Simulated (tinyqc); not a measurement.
Chemical vapour deposition: Grove model, boundary layer, depletion and step coverage: one step, computed by the program tinyqc.

A precursor diffuses to the surface and reacts there at first order; each molecule that reacts adds one formula unit of film.

Question. Gas-phase and surface constants. k_s = k0 exp(-E/(k_B T)); C_g = Y p/(k_B T), 1 torr = 133.322 Pa; D = D0 (T/273.15)^1.75 (760/p). Temperatures in kelvin are T(C) + 273.15. Mean speed c = sqrt(8 k_B T/(pi M)); reactive sticking probability beta = 4 k_s/c.

Inputs (values chosen for the exercise, close to those used for epitaxial silicon from a chlorosilane):
```
quantity                                       value    unit
prefactor k0 of k_s                          6.3e+06    cm/s
activation energy E                             1.85      eV
temperature T                                   1160       C
total pressure p                                 150    torr
mole fraction of the precursor Y              0.0048       -
gas diffusivity D0 at 273.15 K and 760 torr     0.11  cm^2/s
precursor mass M                               135.5       u
```

Reactor: horizontal, reduced pressure.

Constants: k_B = 1.380649e-23 J/K; u = 1.6605390666e-27 kg; k_B = 8.617333262e-05 eV/K.

Give: surface rate constant k_s; precursor density C_g; gas diffusivity D; mean speed c; sticking probability beta.

Answer.

surface rate constant k_s = 1.9664 cm/s

precursor density C_g = 4.8513e+15 1/cm^3

gas diffusivity D = 10.137 cm^2/s

mean speed c = 47322 cm/s

sticking probability beta = 1.6622e-04
